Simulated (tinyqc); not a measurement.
Hueckel theory of the pi electrons, for the molecule Nc1cccc[cH+]c1 (SMILES; centres numbered as the heavy atoms are written), step by step. One step of it, computed by the program tinyqc.

Question. Energy, charges, bond orders. E = sum n x; q_r = z_r - P_rr; bond order p = P_rs; free valence = sqrt(3) - sum of p over the bonds of the atom.

x values: [2.219229, 1.712191, 1.246980, 0.963266, -0.445042, -0.534667, -1.801938, -1.860020]

occupations: [2.000000, 2.000000, 2.000000, 2.000000, 0.000000, 0.000000, 0.000000, 0.000000]

charge and bond-order matrix P, order 1N, 2C, 3C, 4C, 5C, 6C, 7C, 8C:
$$\begin{pmatrix}
1.880340 & 0.364231 & -0.150131 & -0.115964 & 0.100905 & 0.100905 & -0.115964 & -0.150131 \\
0.364231 & 0.822078 & 0.591830 & 0.155900 & -0.208021 & -0.208021 & 0.155900 & 0.591830 \\
-0.150131 & 0.591830 & 0.898333 & 0.673850 & 0.127420 & -0.260265 & -0.197270 & 0.199750 \\
-0.115964 & 0.155900 & 0.673850 & 0.869853 & 0.621606 & 0.138171 & -0.216415 & -0.197270 \\
0.100905 & -0.208021 & 0.127420 & 0.621606 & 0.880605 & 0.665456 & 0.138171 & -0.260265 \\
0.100905 & -0.208021 & -0.260265 & 0.138171 & 0.665456 & 0.880605 & 0.621606 & 0.127420 \\
-0.115964 & 0.155900 & -0.197270 & -0.216415 & 0.138171 & 0.621606 & 0.869853 & 0.673850 \\
-0.150131 & 0.591830 & 0.199750 & -0.197270 & -0.260265 & 0.127420 & 0.673850 & 0.898333
\end{pmatrix}$$

Centres:
```
centre  z_r, pi electrons of the neutral centre         h
1N                                            2  1.500000
2C                                            1  0.000000
3C                                            1  0.000000
4C                                            1  0.000000
5C                                            1  0.000000
6C                                            1  0.000000
7C                                            1  0.000000
8C                                            1  0.000000
```

Bonds:
```
i  j         k
1  2  0.800000
2  3         1
3  4         1
4  5         1
5  6         1
6  7         1
7  8         1
8  2         1
```

Give: pi energy = 8 alpha + this times beta; pi charges; Bond orders and lengths from R = 1.517 - 0.180 p; free valence of the carbons; gap between the highest filled and the next level.

Answer.

pi energy = 8 alpha + this times beta = 12.283

pi charges: 1N 0.120, 2C 0.178, 3C 0.102, 4C 0.130, 5C 0.119, 6C 0.119, 7C 0.130, 8C 0.102

Bond orders and lengths from R = 1.517 - 0.180 p (angstrom, C-C alone):
```
bond      p      R
1-2   0.364      -
2-3   0.592  1.410
3-4   0.674  1.396
4-5   0.622  1.405
5-6   0.665  1.397
6-7   0.622  1.405
7-8   0.674  1.396
8-2   0.592  1.410
```

free valence of the carbons: 2C 0.184, 3C 0.466, 4C 0.437, 5C 0.445, 6C 0.445, 7C 0.437, 8C 0.466

gap between the highest filled and the next level = 1.408 |beta|
